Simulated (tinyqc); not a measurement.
Opening the gap, as alloying or pressure does: deep trap from a strong local potential in a two-band host (Koster-Slater model with semi-elliptic bands). Computed by tinyqc, a small Python program. Command: `OMP_NUM_THREADS=1 python tinyqc.py 3025669 3025670 out.jsonl deeptrap walk`. One thread of a shared host (Intel(R) Xeon(R) Processor @ 2.30GHz), about 0.02 s of CPU time with the checks.

The valence band spans -2 W_v to 0 and the conduction band E_g to E_g + 2 W_c. The orbital at the impurity site has weight f_v in the valence band and 1 - f_v in the conduction band, each spread as a semi-ellipse (2/(pi W^2)) sqrt(W^2 - x^2) about the band centre. The impurity adds U to this orbital. Spin is left out.

Inputs (values chosen for the exercise, for a model semiconductor):
```
quantity,value,unit
gap E_g,5.12,eV
half-width of the valence band W_v,5,eV
half-width of the conduction band W_c,2.8,eV
valence weight f_v of the site orbital,0.53,-
impurity potential U,16.3,eV
```

Impurity: repulsive, acceptor-like.

Method:
- In the gap G(E) = f_v (2/W_v^2)[x - sqrt(x^2 - W_v^2)] - (1 - f_v)(2/W_c^2)[y - sqrt(y^2 - W_c^2)], x = E + W_v, y = E_g + W_c - E.
- The trap level solves G(E) = 1/U (bisection). With D = -dG/dE = D_v + D_c, D_v = f_v (2/W_v^2)[x/sqrt(x^2 - W_v^2) - 1] and D_c = (1 - f_v)(2/W_c^2)[y/sqrt(y^2 - W_c^2) - 1], the weight on the impurity orbital is 1/(U^2 D) and the conduction-band character is D_c/D.
- The conduction band is shifted rigidly; widths, weights and U stay.

Against the gap:
```
E_g (eV),E_t (eV),depth below E_c (eV),conduction character
2.56,0.1968,2.3632,0.16774
3.33,0.3295,3.0005,0.17518
4.10,0.4646,3.6354,0.17465
4.61,0.5531,4.0569,0.17215
5.12,0.6400,4.4800,0.16869
5.89,0.7675,5.1225,0.16239
6.66,0.8899,5.7701,0.15546
8.19,1.1169,7.0731,0.14127
```

What does the comparison show, and why?

As the conduction band moves up by 5.630 eV the level follows by 0.920 eV, a mean slope of 0.16; the local slope is the conduction character. A shallow donor would follow with slope 1 and a shallow acceptor with slope 0.
